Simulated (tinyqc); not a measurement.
Avalanche multiplication and breakdown of a junction from ionisation integrals: one step, computed by the program tinyqc. Command: `OMP_NUM_THREADS=1 python tinyqc.py 3009673 3009674 out.jsonl impact walk`. One thread of a shared host (Intel(R) Xeon(R) Processor @ 2.30GHz), about 0.01 s of CPU time with the checks.

Ionisation coefficients follow the local field. Position x runs through the depletion layer from the p side (x = 0), where electrons enter, to the n side (x = w), where holes enter. The built-in voltage is neglected.

Question. Coefficients at the critical field. alpha_n = a_n exp(-(b_n/F)^c), alpha_p = a_p exp(-(b_p/F)^c).

Inputs (values chosen for the exercise, modelled on GaAs): electron prefactor a_n = 204000 1/cm; electron field b_n = 562000 V/cm; hole prefactor a_p = 239000 1/cm; hole field b_p = 655000 V/cm; exponent c = 1.8.

Junction: linearly graded.

critical field F_m = 0.2601697 MV/cm

Give: alpha_n; alpha_p; ratio k = alpha_p/alpha_n; shorter ionisation length.

Answer.

alpha_n = 3736.3 1/cm

alpha_p = 1229.9 1/cm

ratio k = alpha_p/alpha_n = 0.32918

shorter ionisation length = 2.6765 micrometre

Electrons ionise more readily at the peak field.
